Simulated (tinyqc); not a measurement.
Tunnelling through a thin dielectric with one trap, as a tight-binding chain: sweeps and comparisons. A value that a table varies takes the place of the one given here.

Hopping -t everywhere, t = c/(m a^2), c = hbar^2/2m0; lead sites at 2t (band bottom 0), barrier sites 1 to N at 2t + phi, and site j has U besides. No voltage. Leads give S = -t exp(ika) on sites 1 and N, cos(ka) = 1 - E/(2t). T = (2 t sin(ka))^2 |G_1N|^2, G = (E - H - S)^-1. In the barrier cosh(q a) = 1 + (phi - E)/(2t).

Resonance: the lowest eigenvalue of H + S(E), iterated until its real part equals E (40 rounds from Eb = phi + 2t - sqrt(4t^2 + U^2), the level in an endless barrier). With v the normalised squared amplitudes of that state, Gamma_L = 2 t sin(ka) v_1, Gamma_R = 2 t sin(ka) v_N; Breit-Wigner T = Gamma_L Gamma_R/((E - Er)^2 + (Gamma_L + Gamma_R)^2/4).

Constants: hbar^2/2m0 = 3.80998211 eV angstrom^2.

Inputs chosen for the exercise (barrier and mass of the size used for SiO2 on silicon; shifted at random, so the results belong to these values and not to a real crystal): a = 3 angstrom (site spacing); m = 0.46 m0 (mass, the same in leads and barrier); phi = 3.28 eV (conduction edge of the barrier above that of the leads); N = 9 (barrier sites); j = 7 (site of the trap); U = -3.1 eV (extra energy on the trap site); E = 1.21 eV (electron energy).

## Transmission around the level

Er = 1.51685 eV

widths (meV): left 0.00025107, right 7.7677

Energies Er + x (Gamma_L + Gamma_R).

T:

| x | E (eV) | chain | Breit-Wigner | no trap |
|---|---|---|---|---|
| -8.0 | 1.4547 | 3.84e-07 | 5.03e-07 | 1.97e-10 |
| -3.0 | 1.4935 | 3.16e-06 | 3.49e-06 | 2.42e-10 |
| -1.0 | 1.5091 | 2.50e-05 | 2.59e-05 | 2.62e-10 |
| -0.5 | 1.5130 | 6.36e-05 | 6.46e-05 | 2.68e-10 |
| 0.0 | 1.5168 | 0.000129 | 0.000129 | 2.73e-10 |
| 0.5 | 1.5207 | 6.59e-05 | 6.46e-05 | 2.79e-10 |
| 1.0 | 1.5246 | 2.69e-05 | 2.59e-05 | 2.85e-10 |
| 3.0 | 1.5402 | 3.89e-06 | 3.49e-06 | 3.09e-10 |
| 8.0 | 1.5790 | 6.66e-07 | 5.03e-07 | 3.80e-10 |

At Er the chain gives 0.000129, 4.73e+05 times the value without trap, and Breit-Wigner 0.000129. In the wings the single pole gives 1.31 times the chain value at x = -8 and 0.756 times at x = 8, because the widths and the level shift change with energy.

## Where a trap does most harm

The trap is moved through the barrier. The area under the resonance, 2 pi Gamma_L Gamma_R/(Gamma_L + Gamma_R), sets the current through it.

Against position:

| j | Er (eV) | Gamma_L (meV) | Gamma_R (meV) | peak | area (meV) |
|---|---|---|---|---|---|
| 3 | 1.5168 | 7.77 | 0.000251 | 0.000129 | 0.00158 |
| 4 | 1.5155 | 0.583 | 0.00331 | 0.0225 | 0.0207 |
| 5 | 1.5154 | 0.0439 | 0.0439 | 1.00 | 0.138 |
| 6 | 1.5155 | 0.00331 | 0.583 | 0.0225 | 0.0207 |
| 7 | 1.5168 | 0.000251 | 7.77 | 0.000129 | 0.00158 |

The area is largest at j = 5 (0.138 meV) and 87.4 times smaller at j = 3: the slower of the two steps limits the current, so traps in the middle carry most. Each site towards a lead multiplies its width by about 13.28, close to exp(2 q a) = 13.27 at Eb.

## Direct against trap-assisted paths

N odd, the trap in the middle, j = (N + 1)/2. Direct T is that without trap at the energy Er; area = 2 pi Gamma_L Gamma_R/(Gamma_L + Gamma_R). The exponents are the slopes of the logarithms between the last two rows, per angstrom.

Against thickness:

| N | N a (angstrom) | Er (eV) | direct T | area (meV) |
|---|---|---|---|---|
| 5 | 15.0 | 1.5183 | 8.47e-06 | 24.5 |
| 7 | 21.0 | 1.5156 | 4.78e-08 | 1.83 |
| 9 | 27.0 | 1.5154 | 2.71e-10 | 0.138 |
| 11 | 33.0 | 1.5153 | 1.54e-12 | 0.0104 |
| 13 | 39.0 | 1.5153 | 8.74e-15 | 0.000783 |
| 15 | 45.0 | 1.5153 | 4.96e-17 | 5.90e-05 |
| 17 | 51.0 | 1.5153 | 2.82e-19 | 4.44e-06 |

exponents (1/angstrom): direct 0.8619, through the trap 0.4309

The direct path falls as exp(-0.862 d) and the path through a central trap as exp(-0.431 d), 2.00 times more slowly, since each step crosses half the layer. From 5 to 17 sites the first loses 13.5 decades and the second 6.7: in thicker layers even few traps rule the leakage. Inelastic capture with phonons is left out.

## What each parameter does

Resonance and log10 T at E. Each row changes one parameter from the base and keeps the others.

Results:

| case | Er (eV) | Gamma_L (meV) | Gamma_R (meV) | log10 T |
|---|---|---|---|---|
| base | 1.5168 | 0.0002511 | 7.768 | -8.258 |
| m = 0.423 m0 | 1.5937 | 0.0006184 | 10.80 | -8.051 |
| phi = 3.38 eV | 1.6170 | 0.0002459 | 7.604 | -8.694 |
| N = 10 | 1.5155 | 0.0002493 | 0.5827 | -9.461 |
| j = 6 | 1.5155 | 0.003308 | 0.5827 | -8.257 |
| U = -3.007 eV | 1.5969 | 0.0003319 | 8.327 | -8.462 |

The largest shifts from the base row, up to three for each result and ties (the steps differ in size, so this ranks the rows, not the parameters). Er (eV): phi +0.1002, U +0.0800, m +0.0769. Gamma_L (meV): j +0.00306, m +0.000367, U +8.08e-05. Gamma_R (meV): N -7.19, j -7.19, m +3.04. log10 T: N -1.203, phi -0.435, m +0.207.

Program tinyqc; command `OMP_NUM_THREADS=1 python tinyqc.py 1450605 1450606 out.jsonl`; about 0.04 s on one thread of a shared Intel(R) Xeon(R) Processor @ 2.30GHz.
